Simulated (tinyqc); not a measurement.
Changing the oxide field F: bias-temperature instability from a Gaussian distribution of capture and emission barriers. Computed by tinyqc, a small Python program. Command: `OMP_NUM_THREADS=1 python tinyqc.py 3029193 3029194 out.jsonl bti sweep`. One thread of a shared host (Intel(R) Xeon(R) Processor @ 2.30GHz), about 0.02 s of CPU time with the checks.

Each trap has a capture time tau_0 exp(E_c/(k_B T)) under stress and an emission time tau_0 exp(E_e/(k_B T)) after it. E_c is Gaussian, and E_e = E_c + d with d Gaussian and independent. A trap counts as filled once t_s exceeds its capture time and as emptied once t_r exceeds its emission time.

Inputs (values chosen for the exercise, for a model p-channel transistor): shift with all traps filled V_max = 110 mV; mean capture barrier at zero field mu_c = 1.51 eV; spread of capture barriers sigma_c = 0.29 eV; lowering of mu_c per field k_F = 0.067 eV/(MV/cm); time constant tau_0 = 5e-10 s; temperature T = 125 C; stress time t_s = 1 s; failure criterion = 50 mV.

Constants: k_B = 8.617333262e-05 eV/K.

Method:
- Demarcation energies E_s = k_B T ln(t_s/tau_0), E_r = k_B T ln(t_r/tau_0); mean barrier mu = mu_c - k_F F; z = (E_s - mu)/sigma_c; Phi is the standard normal distribution.
- Temperatures in kelvin are T(C) + 273.15.
- Shift without recovery dV0 = V_max Phi(z); local time exponent n = d ln dV0/d ln t_s = (k_B T/sigma_c) exp(-z^2/2)/(sqrt(2 pi) Phi(z)); apparent activation energy n E_s.
- Solve V_max Phi(z) = criterion for t_s; the power-law extrapolation from the stress point is t_s (criterion/dV0)^(1/n); 1 year = 3.15576e7 s.

One run for each value:
```
oxide field F (MV/cm)  shift without recovery dV0 (mV)  time exponent n  log10 of the lifetime in s        z
3                                                2.624          0.27868                      6.8491  -1.9800
4                                                4.416          0.25471                      6.0010  -1.7490
5                                                7.097          0.23117                      5.1530  -1.5179
6                                               10.897          0.20816                      4.3049  -1.2869
7                                               16.006          0.18575                      3.4568  -1.0559
8                                               22.520          0.16406                      2.6087  -0.8248
9                                               30.395          0.14320                      1.7606  -0.5938
10                                              39.423          0.12331                      0.9125  -0.3628
```

Over the rows, shift without recovery dV0 (mV) rises from 2.62 to 39.4 (exponent d ln y / d ln x 1.8 between the first rows and 2.5 between the last); time exponent n falls from 0.279 to 0.123 (exponent d ln y / d ln x -0.31 between the first rows and -1.4 between the last); log10 of the lifetime in s falls from 6.85 to 0.913. The lifetime is exactly exponential in the field, 0.85 decades per MV/cm; the shift at fixed time follows the Gaussian tail and grows ever more slowly on a logarithmic scale.
